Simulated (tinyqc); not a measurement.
# Thickness from two neighbouring fringes

Problem. At normal incidence a transparent film with an index between those of air and substrate, taken as constant, has reflectance minima at 2 n1 d = (m + 1/2) lam (small phase shifts at the substrate neglected). Find d and the order m of the shorter wavelength.

Values chosen for this exercise: index of the transparent film n1 = 2.018.

wavelengths of two neighbouring reflectance minima (nm): 429  551.57143

Answer. Neighbouring orders differ by one: 2 n1 d (1/lam1 - 1/lam2) = 1.

d = 478 nm
m = 4

Numbers from tinyqc (`OMP_NUM_THREADS=1 python tinyqc.py 2870147 2870148 out.jsonl`; about 0.01 s on one thread of a shared Intel Xeon 2.30GHz).
